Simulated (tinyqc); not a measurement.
What each integral does: Slater-Koster d bands of a bcc metal.

Values chosen for the exercise (of the size met in W; not measured data):
- dds = -1.553 eV (dd sigma)
- ddp = 0.792 eV (dd pi)
- ddd = -0.248 eV (dd delta)
- f2 = 0.487 (factor on all three integrals for second neighbours)

Levels at Gamma, E(t2g) = (8/3) dds + (16/9) ddp + (32/9) ddd + f2 (4 ddp + 2 ddd), E(eg) = (16/3) ddp + (8/3) ddd + f2 (3 dds + 3 ddd), and W = sqrt(12 mu2), the width of a rectangular band with the same second moment mu2 = z (dds^2 + 2 ddp^2 + 2 ddd^2)/5, z = 8 + 6 f2^2.

Results for these values:

| case | t2g (eV) | eg (eV) | W (eV) |
|---|---|---|---|
| base | -2.3138 | 0.9314 | 9.2573 |

What happens to each result for ddd = -0.2108 eV, all else kept?

Answer: t2g rises from -2.3138 to -2.1453; eg rises from 0.9314 to 1.0850; W falls from 9.2573 to 9.2155.

The same for each parameter in turn:

| case | t2g (eV) | eg (eV) | W (eV) |
|---|---|---|---|
| base | -2.3138 | 0.9314 | 9.2573 |
| dds = -1.32 eV | -1.6925 | 1.2718 | 8.3999 |
| ddp = 0.9108 eV | -1.8712 | 1.5650 | 9.7389 |
| ddd = -0.2108 eV | -2.1453 | 1.0850 | 9.2155 |
| f2 = 0.4139 | -2.5092 | 1.3264 | 9.0611 |

The ratio of the shifts of t2g and eg names the integral: it is the ratio of the coefficients in the two formulas.

(tinyqc, `OMP_NUM_THREADS=1 python tinyqc.py 1452742 1452743 out.jsonl`, Intel(R) Xeon(R) Processor @ 2.30GHz, 1 thread, shared host, about 0.07 s.)
